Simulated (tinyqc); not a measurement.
From results back to parameters: cyclotron resonance of ellipsoidal valleys, Ge type. Three cases, with inputs chosen for the exercise.

Problem. The cyclotron masses of the valleys [111] and [11-1] at this angle were computed from hidden ml and mt.

Valleys along [111], [-111], [1-11], [11-1], mass ml along the axis and mt across it. B lies in the (1-10) plane, b = (sin(theta)/sqrt2, sin(theta)/sqrt2, cos(theta)). For the angle phi between B and the axis, 1/mc^2 = cos^2(phi)/mt^2 + sin^2(phi)/(mt ml). Resonance: h nu = 2 muB B/mc, h = 2 pi hbar.

Case 1.

Values chosen (out of a larger set: near those of Ge; not measured data): theta = 24 degrees (angle of B from [001] towards [110]).

mc of [111] = 0.095659 m0
mc of [11-1] = 0.276828 m0

Case 2.

Values chosen (out of a larger set: near those of Ge; not measured data): theta = 40 degrees (angle of B from [001] towards [110]).

mc of [111] = 0.088759 m0
mc of [11-1] = 0.349928 m0

Case 3.

Values chosen (out of a larger set: near those of Ge; not measured data): theta = 25 degrees (angle of B from [001] towards [110]).

mc of [111] = 0.094755 m0
mc of [11-1] = 0.286311 m0

Find: X = 1/mt^2; Y = 1/(mt ml); mt; ml.

Solution.

Case 1.

X = 1/mt^2 = 145.16
Y = 1/(mt ml) = 7.808
mt = 0.083 m0
ml = 1.54 m0

With cos^2(phi) = 0.7388 and 0.0382, the two values of 1/mc^2 are linear equations for X and Y; mt = 1/sqrt(X), ml = sqrt(X)/Y.

Case 2.

X = 1/mt^2 = 135.21
Y = 1/(mt ml) = 7.295
mt = 0.086 m0
ml = 1.59 m0

With cos^2(phi) = 0.9353 and 0.0068, the two values of 1/mc^2 are linear equations for X and Y; mt = 1/sqrt(X), ml = sqrt(X)/Y.

Case 3.

X = 1/mt^2 = 145.16
Y = 1/(mt ml) = 7.839
mt = 0.083 m0
ml = 1.54 m0

With cos^2(phi) = 0.7540 and 0.0318, the two values of 1/mc^2 are linear equations for X and Y; mt = 1/sqrt(X), ml = sqrt(X)/Y.

Computed by tinyqc, one run a case: `OMP_NUM_THREADS=1 python tinyqc.py N N+1 out.jsonl` with N = 1252675, 1252679, 1252697; one thread of a shared Intel(R) Xeon(R) Processor @ 2.30GHz, about 0.01 s a run at most.
